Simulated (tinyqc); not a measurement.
# Quantum-well laser, gain and threshold: effect of the temperature

One electron and one heavy-hole subband per well, parabolic, with equal sheet densities n of electrons and holes; k-conserving transitions, TE polarisation, no line broadening, so the gain starts as a step at E0 and peaks there. All wells are pumped alike.

Nc = me kB T/(pi hbar^2), Nv = mh kB T/(pi hbar^2), mr = me mh/(me + mh) in m0, g0(E) = q^2 Ep mr/(4 nr eps0 c hbar E Lw) (squared momentum element m0 Ep/4, joint density of states mr/(pi hbar^2 Lw) for both spins). Peak gain g(n) = g0(E0)[1 - exp(-n/Nc) - exp(-n/Nv)]. Mirror loss am = ln(1/(R1 R2))/(2 Lc); threshold gain gth = (ai + am)/(Nw Gw). nth solves g(n) = gth and ntr solves g(n) = 0. Jth = q Nw (A n + B n^2 + C n^3)/eta at n = nth, Ith = Jth Wd Lc; differential efficiency of both facets eta am/(ai + am).

Values chosen for this exercise; well values close to those of AlGaInP:
```
symbol,value,unit,meaning
E0,1.87,eV,lowest transition energy
me,0.105,m0,in-plane electron mass
mh,0.38,m0,in-plane hole mass
Ep,24.4,eV,Kane energy
nr,3.43,,refractive index
Lw,10,nm,well width
Nw,3,,number of wells
Gw,0.029,,optical confinement per well
ai,20,1/cm,internal loss
Lc,500,um,cavity length
R1,0.05,,front reflectance
R2,0.95,,back reflectance
A,2.1e7,1/s,defect recombination coefficient
B,0.00024,cm^2/s,radiative coefficient per well
C,1.5e-18,cm^4/s,Auger coefficient per well
eta,0.85,,injection efficiency
Wd,3,um,stripe width
```

Constants: q = 1.602176634e-19 C, kB = 1.380649e-23 J/K, eps0 = 8.8541878128e-12 F/m, hbar = 1.054571817e-34 J s, m0 = 9.1093837015e-31 kg, c = 299792458 m/s. Results are converted to the units shown.

The same in every row: gth (1/cm) = 580.12; differential efficiency = 0.51317.

Result of one run:
```
T (K)	ntr (cm^-2)	nth (cm^-2)	Jth (A/cm^2)	Ith (mA)
260	1.2171e12	1.3909e12	281.37	4.2206
```

What becomes of these results when the temperature T is changed from 260 to 290 K, all else the same?

Result of the changed run:
```
T (K)	ntr (cm^-2)	nth (cm^-2)	Jth (A/cm^2)	Ith (mA)
290	1.3576e12	1.5514e12	348.25	5.2238
```

The whole series:
```
T (K)	ntr (cm^-2)	nth (cm^-2)	Jth (A/cm^2)	Ith (mA)
200	9.3626e11	1.0700e12	169.11	2.5367
230	1.0767e12	1.2305e12	221.67	3.3250
260	1.2171e12	1.3909e12	281.37	4.2206
290	1.3576e12	1.5514e12	348.25	5.2238
320	1.4980e12	1.7119e12	422.33	6.3349
350	1.6384e12	1.8724e12	503.62	7.5542
380	1.7789e12	2.0329e12	592.14	8.8822
410	1.9193e12	2.1934e12	687.93	10.319
```

As T goes from 200 to 410 K, gth stays at 580 1/cm, Jth rises from 169 to 688 A/cm^2 and Ith rises from 2.54 to 10.3 mA. With A, B, C and the losses fixed, ntr and nth are proportional to T; written as exp(T/T0), Jth has T0 = 150 K over the range.

Range of the model: The second hole subband, left out here, lies within about 2 Vt of the first in a well this wide.

tinyqc, about 0.02 s, one thread, Intel Xeon 2.30GHz (shared host): `OMP_NUM_THREADS=1 python tinyqc.py 2840106 2840107 out.jsonl`
